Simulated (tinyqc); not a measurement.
Smoothing against break-up: capillary instabilities by surface diffusion: grooving and agglomeration of films, edge retraction, wire break-up and smoothing of roughness. Computed by tinyqc, a small Python program. Command: `OMP_NUM_THREADS=1 python tinyqc.py 3016214 3016215 out.jsonl dewet walk`. One thread of a shared host (Intel(R) Xeon(R) Processor @ 2.30GHz), about 0.01 s of CPU time with the checks.

Isotropic surface energy; shapes change by surface diffusion alone.

Inputs (values chosen for the exercise, for a model film):
```
quantity                         value        unit
surface energy gamma_s            3.05       J/m^2
grain-boundary energy gamma_b      1.1       J/m^2
atomic volume Omega               13.6  angstrom^3
surface sites nu                    16      1/nm^2
prefactor D0                   0.00026       m^2/s
activation energy Q               1.72          eV
temperature T                      753           K
film thickness h                   4.4          nm
grain radius R                      13          nm
wire radius r                       14          nm
initial ripple over radius        0.05           -
roughness wavelength lambda         47          nm
```

Grooves: at the surface only.

Constants: k_B = 8.617333262e-05 eV/K; k_B = 1.380649e-23 J/K.

Method:
- Groove angle beta: sin(beta) = gamma_b/(2 gamma). For circular grains of radius R with spherical caps the groove ends (measured from the mean surface) at the depth R g(beta), g = (2 - 3 cos beta + cos^3 beta)/(3 sin^3 beta). The film parts if R g(beta_s) > h.
- B = D_s nu gamma_s Omega^2/(k_B T), D_s = D0 exp(-Q/(k_B T)).
- A wire with r + A cos(k z) has dA/dt = (B/r^4) (kr)^2 [1 - (kr)^2] A: unstable for wavelengths above 2 pi r, fastest at kr = 1/sqrt 2 with the rate B/(4 r^4); break-up time about (4 r^4/B) ln(r/A0); each wavelength makes a sphere of radius (3 r^2 lambda_m/4)^(1/3).
- Roughness of wavelength lambda on a flat face decays as exp[-B (2 pi/lambda)^4 t]; the smoothing time is that for a factor e^3.

beta_s = 10.3889 degrees

Times (s); the last column is (h/(0.780 tan beta_s))^4/B:
```
T (K)  B (nm^4/s)   smoothing  wire break-up  groove to depth h
640    7.5824e+00  1.2388e+03     6.0712e+04         1.1821e+05
678    4.1104e+01  2.2851e+02     1.1199e+04         2.1807e+04
715    1.7882e+02  5.2526e+01     2.5743e+03         5.0124e+03
753    6.9462e+02  1.3522e+01     6.6271e+02         1.2904e+03
791    2.3627e+03  3.9755e+00     1.9484e+02         3.7937e+02
828    6.9703e+03  1.3475e+00     6.6042e+01         1.2859e+02
904    4.8446e+04  1.9388e-01     9.5020e+00         1.8501e+01
```

What does the comparison show, and why?

All times share 1/B, so their ratios do not depend on T: break-up over smoothing is 49. An anneal can smooth this roughness well before the wire breaks. Smoothing is safe for lambda well below 2 pi r, above which a ripple along the wire grows instead. B spans 3.8 decades over these rows.
